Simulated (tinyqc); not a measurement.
Worked calculation: cluster expansion of a binary alloy: correlations, fit, cross-validation and ground states. Computed by tinyqc, a small Python program that keeps every step. Command: `OMP_NUM_THREADS=1 python tinyqc.py 3007852 3007853 out.jsonl clex walk`. One thread of a shared host (Intel(R) Xeon(R) Processor @ 2.30GHz), about 0.1 s of CPU time with the checks. Intermediate numbers are printed to about 5 digits and carried at full precision; extremes and crossings named in words are read from the listed rows.

s = +1 for A and -1 for B. Energy per site E = J0 + J1 P(point) + sum over clusters of m V P, with P the mean product of spins; V > 0 on a pair favours unlike neighbours. Clusters per site m: pair 1 6, pair 2 3, pair 3 12, triplet 8; the triplet is the triangle of first neighbours. Formation energies are counted from the line between pure A and pure B, which removes J0 and J1.

Inputs (values chosen for the exercise, for a model alloy):

| quantity | value | unit |
|---|---|---|
| first-pair interaction V1 | -24.2 | meV |
| second-pair interaction V2 | -8.6 | meV |
| third-pair interaction V3 | 2.9 | meV |
| triplet interaction Vt | 4.6 | meV |
| noise amplitude | 5.7 | meV/site |
| temperature T | 1700 | K |
| fraction x of B | 0.1 | - |

Lattice: fcc.

Constants: k_B = 8.617333262e-05 eV/K.

## Design matrix

correlations P, counted on periodic cells:
```
                     point   pair 1   pair 2   pair 3  triplet
A                   1.0000   1.0000   1.0000   1.0000   1.0000
A3B L1_2            0.5000   0.0000   1.0000   0.0000  -0.5000
A3B D0_22           0.5000   0.0000   0.6667   0.3333  -0.5000
A3B (001) layers    0.5000   0.3333   0.6667   0.0000   0.5000
A2B (001) layers    0.3333   0.1111   0.5556  -0.3333   0.3333
AB L1_0             0.0000  -0.3333   1.0000  -0.3333   0.0000
AB L1_1             0.0000   0.0000  -1.0000   0.0000   0.0000
A2B2 (001) layers   0.0000   0.3333   0.3333  -0.3333   0.0000
AB2 (001) layers   -0.3333   0.1111   0.5556  -0.3333  -0.3333
AB3 L1_2           -0.5000   0.0000   1.0000   0.0000   0.5000
AB3 D0_22          -0.5000   0.0000   0.6667   0.3333   0.5000
AB3 (001) layers   -0.5000   0.3333   0.6667   0.0000  -0.5000
B                  -1.0000   1.0000   1.0000   1.0000  -1.0000
```

Design matrix of formation energies: m (P - 1) for pairs and m (P(triplet) - P(point)) for the triplet; x = (1 - P(point))/2.

X:
```
                   pair 1  pair 2   pair 3  triplet
A                   0.000   0.000    0.000    0.000
A3B L1_2           -6.000   0.000  -12.000   -8.000
A3B D0_22          -6.000  -1.000   -8.000   -8.000
A3B (001) layers   -4.000  -1.000  -12.000    0.000
A2B (001) layers   -5.333  -1.333  -16.000    0.000
AB L1_0            -8.000   0.000  -16.000    0.000
AB L1_1            -6.000  -6.000  -12.000    0.000
A2B2 (001) layers  -4.000  -2.000  -16.000    0.000
AB2 (001) layers   -5.333  -1.333  -16.000    0.000
AB3 L1_2           -6.000   0.000  -12.000    8.000
AB3 D0_22          -6.000  -1.000   -8.000    8.000
AB3 (001) layers   -4.000  -1.000  -12.000    0.000
B                   0.000   0.000    0.000    0.000
```

## Formation energies

standard normal numbers for the noise (0 for the pure ends): A 0.000, A3B L1_2 0.883, A3B D0_22 0.148, A3B (001) layers -0.983, A2B (001) layers -1.941, AB L1_0 1.686, AB L1_1 -0.076, A2B2 (001) layers 0.635, AB2 (001) layers 0.744, AB3 L1_2 0.083, AB3 D0_22 1.397, AB3 (001) layers -0.265, B 0.000

Exact: X V with V = (V1, V2, V3, Vt). The data to fit add the noise amplitude times the normal numbers, standing for what the clusters leave out.

exact energies (meV/site): A 0.00, A3B L1_2 73.60, A3B D0_22 93.80, A3B (001) layers 70.60, A2B (001) layers 94.13, AB L1_0 147.20, AB L1_1 162.00, A2B2 (001) layers 67.60, AB2 (001) layers 94.13, AB3 L1_2 147.20, AB3 D0_22 167.40, AB3 (001) layers 70.60, B 0.00

data (meV/site): A 0.00, A3B L1_2 78.63, A3B D0_22 94.64, A3B (001) layers 65.00, A2B (001) layers 83.07, AB L1_0 156.81, AB L1_1 161.57, A2B2 (001) layers 71.22, AB2 (001) layers 98.37, AB3 L1_2 147.67, AB3 D0_22 175.36, AB3 (001) layers 69.09, B 0.00

## Normal equations for V1, V2, Vt

Leave out pair 3: A = X^T X and b = X^T E (E being the data with noise) over these three columns; solve A V = b. The root-mean-square error runs over the structures between the pure ends.

matrix A:
```
        V1     V2      Vt
V1  348.89  78.22    0.00
V2   78.22  47.56    0.00
Vt    0.00   0.00  256.00
```

b (meV): -6990.7  -1757.9  1198.1

fitted V1, V2, Vt (meV): -18.614  -6.347  4.680

root-mean-square error of the three-cluster fit = 13.991 meV/site

The fit misses V1 by +5.59, V2 by +2.25 and Vt by +0.08 meV; the omitted V3 = 2.9 meV and the noise shift the fitted values.

## Which clusters to keep

For each set, H = X (X^T X)^-1 X^T over the structures between the ends; residual e = E - H E; leave-one-out error e_i/(1 - H_ii); both as root mean squares.

Fits:

| clusters | fit error (meV/site) | leave-one-out error (meV/site) | largest H_ii |
|---|---|---|---|
| V1 | 28.555 | 31.703 | 0.18344 |
| V1 V2 | 26.561 | 36.242 | 0.82499 |
| V1 V3 | 26.433 | 32.819 | 0.34839 |
| V1 V2 Vt | 13.991 | 26.499 | 0.82499 |
| V1 Vt | 17.483 | 20.756 | 0.35318 |
| V1 V2 V3 | 23.110 | 29.968 | 0.89605 |
| V1 V3 Vt | 13.746 | 16.940 | 0.51586 |
| V1 V2 V3 Vt | 4.933 | 6.935 | 0.89605 |

leave-one-out error without pair 3 = 26.499 meV/site

leave-one-out error with all four = 6.9353 meV/site

The fit error can only fall as clusters are added, to 4.93 meV with all four. The leave-one-out error is least for V1 V2 V3 Vt (6.94 meV): dropping V2, V3 or Vt makes prediction worse at this noise.

## Ground states by the convex hull

Height above the hull = E less the lowest straight line between two structures that bracket x (or the lowest structure at the same x). The three-term fit is X V with the fitted values.

Hull among these structures (meV/site):

| structure | x | exact E | above hull | fitted E | above hull, fit |
|---|---|---|---|---|---|
| A | 0.0000 | 0.00 | 0.00 | 0.00 | 0.00 |
| A3B L1_2 | 0.2500 | 73.60 | 73.60 | 74.24 | 74.24 |
| A3B D0_22 | 0.2500 | 93.80 | 93.80 | 80.59 | 80.59 |
| A3B (001) layers | 0.2500 | 70.60 | 70.60 | 80.80 | 80.80 |
| A2B (001) layers | 0.3333 | 94.13 | 94.13 | 107.74 | 107.74 |
| AB L1_0 | 0.5000 | 147.20 | 147.20 | 148.91 | 148.91 |
| AB L1_1 | 0.5000 | 162.00 | 162.00 | 149.77 | 149.77 |
| A2B2 (001) layers | 0.5000 | 67.60 | 67.60 | 87.15 | 87.15 |
| AB2 (001) layers | 0.6667 | 94.13 | 94.13 | 107.74 | 107.74 |
| AB3 L1_2 | 0.7500 | 147.20 | 147.20 | 149.12 | 149.12 |
| AB3 D0_22 | 0.7500 | 167.40 | 167.40 | 155.47 | 155.47 |
| AB3 (001) layers | 0.7500 | 70.60 | 70.60 | 80.80 | 80.80 |
| B | 1.0000 | 0.00 | 0.00 | 0.00 | 0.00 |

lowest exact formation energy = 0 meV/site

Only the pure ends are on the exact hull: at zero temperature the alloy separates. The fit finds the same set. A structure at zero height may lie on a tie line without being a vertex, and structures outside this list could lie lower.

## The random alloy and its short-range order

Random alloy: P(pair) = p^2, P(triplet) = p^3, p = 1 - 2x, so H_mix = (p^2 - 1) sum m V(pairs) + (p^3 - p) m Vt; G_mix = H_mix + k_B T [x ln x + (1 - x) ln(1 - x)]. To first order in 1/T the Warren-Cowley parameter of shell 1 is alpha_1 = -(1 - p^2) V_eff/(k_B T), V_eff = V1 + (number of triplets on a first-neighbour bond) p Vt, that number being 4.

mixing enthalpy H_mix = 38.4336 meV/site

mixing free energy G_mix = -9.1893 meV/site

alpha_1 = 0.023296

alpha_1 > 0: like neighbours cluster.

Checks made by the program: leave-one-out formula against refits (relative difference below 1e-10).
